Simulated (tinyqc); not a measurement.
What each parameter does: overlap of hydrogenic dopants: pairs, impurity band and the Mott density.

Ry* = Ry m/eps^2, aB = a0 eps/m. For 1s orbitals a distance rho = R/aB apart, in Ry*: overlap S = exp(-rho)(1 + rho + rho^2/3), J = (2/rho)(1 - (1 + rho) exp(-2 rho)) (attraction to the other ion), Kx = 2 (1 + rho) exp(-rho) (exchange of one electron). One electron on a pair has E = -1 - (J +/- Kx)/(1 +/- S), without the repulsion 2/rho of the ions. Hopping after orthogonalisation: t = (Kx - S J)/(1 - S^2), half the splitting. Dopants on a lattice with z neighbours, n = 1/R^3 (simple cubic), give a band of width B = 2 z t, as on any lattice of two interpenetrating sublattices. Valleys, central cells and disorder are left out.

Constants: Ry = 13.60569312 eV; a0 (Bohr radius) = 0.5291772105 angstrom.

Parameters, chosen for this exercise (an isotropic mass and dielectric constant of the size used for donors in SiC; shifted at random, so the results belong to these values and not to a real crystal): m = 0.422 m0 (mass); eps = 9.9 (dielectric constant); rho = 2.8 aB (distance of a pair); N = 0.0048 1/aB^3 (dopant density); z = 6 (neighbours in the dopant lattice).

At fixed N in units of 1/aB^3 and fixed rho: Ry*, 2t of the pair, B of the lattice and the density in 1e18/cm^3 (1/angstrom^3 = 1e24/cm^3).

One parameter was then changed.

Results before and after:
```
case,Ry* (meV),2t (meV),B (meV),density (1e18/cm^3)
base,58.582,25.9092,14.203,2.509
changed,48.415,21.4126,11.738,1.885
```

Which of these changes was made? (a) eps = 10.89; (b) m = 0.4642 m0; (c) N = 0.0072 1/aB^3; (d) rho = 3.3 aB.
Answer: (a) eps = 10.89. Of the candidates, run in turn, only this one gives the changed row.

All candidates:
```
case,Ry* (meV),2t (meV),B (meV),density (1e18/cm^3)
base,58.582,25.9092,14.203,2.509
m = 0.4642 m0,64.440,28.5001,15.623,3.339
eps = 10.89,48.415,21.4126,11.738,1.885
rho = 3.3 aB,58.582,18.0616,14.203,2.509
N = 0.0072 1/aB^3,58.582,25.9092,26.017,3.763
```

Computed by tinyqc, a small Python program: `OMP_NUM_THREADS=1 python tinyqc.py 1450371 1450372 out.jsonl` (the numbers bound the seed that draws the inputs); one thread of a shared host (Intel(R) Xeon(R) Processor @ 2.30GHz), about 0.01 s for the whole set of steps.
